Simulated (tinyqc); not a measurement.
Against the Fermi level: single-band model of a thermoelectric material. Computed by tinyqc, a small Python program. Command: `OMP_NUM_THREADS=1 python tinyqc.py 3017404 3017405 out.jsonl thermo walk`. One thread of a shared host (Intel(R) Xeon(R) Processor @ 2.30GHz), about 0.01 s of CPU time with the checks.

One spherical band, one scattering law, no minority carriers and no phonon drag. In a real material minority carriers limit |S| to about E_g/(2 e T), so larger values are formal. eta = E_F/(k_B T) is counted from the band edge; f = 1/(1 + exp(x - eta)).

Inputs (values chosen for the exercise, modelled on n-type SiGe):

| quantity | value | unit |
|---|---|---|
| density-of-states mass m | 1.2 | m_0 |
| mobility parameter mu_300 | 330 | cm^2/(V s) |
| temperature exponent p | 2 | - |
| lattice thermal conductivity kappa_L | 3.3 | W/(m K) |
| temperature T | 830 | K |

Band: parabolic. Scattering: acoustic phonons, r = -0.5.

Constants: k_B = 8.617333262e-05 eV/K; e = 1.602176634e-19 C; m_0 = 9.1093837015e-31 kg; k_B = 1.380649e-23 J/K; hbar = 1.054571817e-34 J s.

Method:
- With x = E/(k_B T), a = alpha k_B T (0 for a parabolic band), G = x (1 + a x), D = 1 + 2 a x and <y> = int y f (1 - f) dx, f = 1/(1 + exp(x - eta)): tau = tau_0 G^r/D; transport function s = G^(3/2 + r)/D^2; n = N_0 <G^(3/2)> with N_0 = (2 m k_B T)^(3/2)/(3 pi^2 hbar^3).
- Integrals over x = E/(k_B T) use 160 Gauss-Legendre points in u = sqrt(x) from 0 to sqrt(max(eta, 0) + 32).
- sigma = e mu_0 N_0 <s> with mu_0 = e tau_0/m = mu_300 (T/300 K)^(-p); |S| = (k_B/e)(<x s>/<s> - eta); Lorenz number L = (k_B/e)^2 (<x^2 s>/<s> - (<x s>/<s>)^2); kappa_e = L sigma T; zT = S^2 sigma T/(kappa_L + kappa_e).

The same material at other dopings:

| eta | n (1/cm^3) | \|S\| (microvolt/K) | sigma (S/cm) | power factor (microwatt/(cm K^2)) | zT |
|---|---|---|---|---|---|
| -4 | 2.7625e+18 | 517.82 | 1.4316e+01 | 3.839 | 0.09604 |
| -3 | 7.4283e+18 | 432.97 | 3.8325e+01 | 7.184 | 0.17813 |
| -2 | 1.9628e+19 | 350.24 | 1.0012e+02 | 12.281 | 0.29759 |
| -1 | 4.9760e+19 | 272.49 | 2.4709e+02 | 18.346 | 0.42106 |
| 0 | 1.1615e+20 | 204.50 | 5.4674e+02 | 22.865 | 0.47069 |
| 1 | 2.3919e+20 | 150.88 | 1.0359e+03 | 23.580 | 0.40931 |
| 2 | 4.2865e+20 | 112.39 | 1.6777e+03 | 21.191 | 0.29889 |
| 4 | 9.8847e+20 | 68.22 | 3.1694e+03 | 14.748 | 0.13895 |
| 6 | 1.7376e+21 | 46.95 | 4.7346e+03 | 10.435 | 0.07152 |
| 10 | 3.6561e+21 | 28.35 | 7.8878e+03 | 6.337 | 0.02802 |

|S| falls and sigma rises with eta, so their product S^2 sigma peaks: among these rows at eta = 1, and zT at eta = 0, where |S| = 205 microvolt/K. zT stays above 90 % of its best row from n = 1.2e20 to 1.2e20 per cm^3.

Extremes, crossings and ranges named in words are read from the listed rows.
